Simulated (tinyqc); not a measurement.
Worked calculation: eight-band Kane k.p model. Values are carried at full precision from step to step, so a last printed digit may differ when a step is redone from the rounded ones.

Constants: hbar^2/2m0 = 3.80998211 eV angstrom^2.

Inputs chosen for the exercise (near those of InAs; shifted at random, so the results belong to these values and not to a real crystal):
- Eg = 0.428 eV (gap at Gamma to the s-like level)
- Dso = 0.393 eV (spin-orbit splitting)
- Ep = 21.6 eV (Kane energy)
- me = 0.0255 m0 (electron mass at Gamma)
- g1 = 20.02 (Luttinger gamma1)
- g2 = 8.46 (gamma2)
- g3 = 9.26 (gamma3)
- k = (0.002, 0.017, 0) 1/angstrom (wave vector)
- kmax = 0.06 1/angstrom (end of the path)

## Derived values

P = sqrt(Ep c); A = 1/me - Ep (Eg + 2 Dso/3)/(Eg (Eg + Dso)) keeps the electron mass; g1' = g1 - Ep/(3 Eg), g2' = g2 - Ep/(6 Eg), g3' = g3 - Ep/(6 Eg) remove the coupling to S that the Luttinger values already hold; L = -c (g1' + 4 g2'), M = -c (g1' - 2 g2'), N = -6 c g3'. c = hbar^2/2m0.

P = 9.0717 eV angstrom
A = -3.1990

g1', g2', g3': [3.1976, 0.0488, 0.8488]

L, M, N (eV angstrom^2): [-12.9262, -11.8109, -19.4031]

The coupling to the valence bands supplies 42.41, against 1/me = 39.22; A makes up the difference. The diagonal term in A bends towards the gap, so the set should be tested for spurious states at large k.

## The Hamiltonian at one k

Eight-band Kane model, basis S, X, Y, Z times spin, zero of energy at the top of the unstrained valence band, c = hbar^2/2m0. Within each spin: H_SS = Eg + A c k^2, H_SX = i P kx (likewise Y, Z), H_XX = -Dso/3 + L kx^2 + M (ky^2 + kz^2), H_XY = N kx ky, and cyclic. Spin-orbit term (Dso/3) L.sigma on X, Y, Z with (L_k)_ij = -i epsilon_kij: <X+|H|Y+> = -i Dso/3, <X+|H|Z-> = Dso/3, <Y+|H|Z-> = -i Dso/3, <Z+|H|X-> = -Dso/3, <Z+|H|Y-> = i Dso/3, <X-|H|Y-> = i Dso/3, and their conjugates; + and - are the spin along z. Terms from inversion asymmetry are left out, so every level is twofold.

Fill in the matrix.

H(k) (eV), rows S+, X+, Y+, Z+, S-, X-, Y-, Z- and columns alike:
```
[[0.4244, 0.0181i, 0.1542i, 0, 0, 0, 0, 0],
 [-0.0181i, -0.1345, -0.0007-0.1310i, 0, 0, 0, 0, 0.1310],
 [-0.1542i, -0.0007+0.1310i, -0.1348, 0, 0, 0, 0, -0.1310i],
 [0, 0, 0, -0.1345, 0, -0.1310, 0.1310i, 0],
 [0, 0, 0, 0, 0.4244, 0.0181i, 0.1542i, 0],
 [0, 0, 0, -0.1310, -0.0181i, -0.1345, -0.0007+0.1310i, 0],
 [0, 0, 0, -0.1310i, -0.1542i, -0.0007-0.1310i, -0.1348, 0],
 [0, 0.1310, 0.1310i, 0, 0, 0, 0, -0.1345]]
```

## Levels and orbital character

Diagonalise H; the levels come in pairs. The weights are summed over spin and averaged over each pair.

levels, each twofold (eV): [-0.4067, -0.0370, -0.0034, 0.4678]

weights, rows S, X, Y, Z; columns pair 1, pair 2, pair 3, pair 4:
```
[[0.013, 0.064, 0.000, 0.923],
 [0.313, 0.191, 0.493, 0.003],
 [0.362, 0.558, 0.008, 0.071],
 [0.312, 0.187, 0.499, 0.002]]
```

The conduction pair has 7.7 % valence character at this k; the valence pair with most S character is pair 2 (6.4 %).

## Bands along [111] and [110]

The same diagonalisation at six points |k| = 0, kmax/5, ..., kmax along each direction.

Levels (eV):
```
direction  |k| (1/angstrom)   pair 1   pair 2   pair 3  pair 4
[111]                 0.000  -0.3930   0.0000   0.0000  0.4280
[111]                 0.012  -0.3997  -0.0199  -0.0008  0.4484
[111]                 0.024  -0.4215  -0.0682  -0.0033  0.4999
[111]                 0.036  -0.4629  -0.1248  -0.0074  0.5669
[111]                 0.048  -0.5285  -0.1752  -0.0132  0.6396
[111]                 0.060  -0.6189  -0.2142  -0.0206  0.7132
[110]                 0.000  -0.3930   0.0000   0.0000  0.4280
[110]                 0.012  -0.3997  -0.0197  -0.0010  0.4484
[110]                 0.024  -0.4213  -0.0678  -0.0041  0.5001
[110]                 0.036  -0.4619  -0.1247  -0.0092  0.5676
[110]                 0.048  -0.5257  -0.1766  -0.0161  0.6412
[110]                 0.060  -0.6132  -0.2185  -0.0249  0.7161
```

At kmax the conduction band lies 2.9 meV and the top valence band 4.3 meV apart between the two directions. k.p holds near Gamma; the zone edge lies near 1 1/angstrom.

## Masses at Gamma

m*/m0 = c h^2/(E(h) - E(0)) with |k| = h = 0.0001 1/angstrom; negative values are hole-like.

Masses (m0):
```
direction  pair 1  pair 2  pair 3  pair 4
[111]      -0.084  -0.026  -0.667   0.026
[110]      -0.084  -0.026  -0.530   0.026
```

Without strain the limits are known: me for pair 4, -1/(g1 -/+ 2 g2) for the heavy and light holes along [100], -1/(g1 -/+ 2 g3) along [111], and -1/(g1 - Ep Dso/(3 Eg (Eg + Dso))) = -0.084 for the split-off band.

## Checks

- Electron mass of the unstrained model by finite differences against the input me: both 0.02550.
- Heavy-hole mass along [100] against 1/(g1 - 2 g2): both 0.3226.
- Light-hole mass along [100] against 1/(g1 + 2 g2): both 0.02707.

tinyqc: `OMP_NUM_THREADS=1 python tinyqc.py 1080189 1080190 out.jsonl`; about 0.01 s, one thread, shared Intel(R) Xeon(R) Processor @ 2.30GHz.
